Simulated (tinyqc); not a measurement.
Valence-band offset from core levels (Kraut method), with the dipole against the affinity rule: one step of the calculation.

Binding energies are counted downwards from the Fermi level. dEv > 0 means that the valence edge of B lies below that of A, dEc > 0 that the conduction edge of B lies above that of A; dEc + dEv = EgB - EgA. The spectra are made-up values treated as data.

Question. Offsets. dEv = (iB - iA) - (cB - vB) + (cA - vA), dEc = EgB - EgA - dEv.

Values chosen for this exercise; gaps and affinities close to those of 4H silicon carbide (A) and aluminium oxide (B):

| symbol | value | unit | meaning |
|---|---|---|---|
| EgA | 3.29 | eV | gap of the substrate A |
| EgB | 8.74 | eV | gap of the overlayer B |
| cA | 89.34 | eV | core level of bare A |
| cB | 54.91 | eV | core level of thick B |
| vB | 3.1 | eV | valence-band maximum of thick B |
| iA | 89.3 | eV | core level of A under a thin film of B |
| iB | 56.22 | eV | core level of B in that thin film |

vA = 2.3799339 eV

Find: cA - vA; cB - vB; iB - iA; dEv; dEc.

Answer.

cA - vA = 86.960 eV
cB - vB = 51.810 eV
iB - iA = -33.080 eV
dEv = 2.0701 eV
dEc = 3.3799 eV

The alignment is type I (straddling). Both offsets exceed 1 eV, the usual requirement for a gate dielectric. A rigid shift of all levels, by charging or doping, cancels in the differences.

Computed by the program tinyqc: `OMP_NUM_THREADS=1 python tinyqc.py 2410142 2410143 out.jsonl`, one thread of a shared Intel Xeon 2.30GHz, about 0.01 s for the whole run.
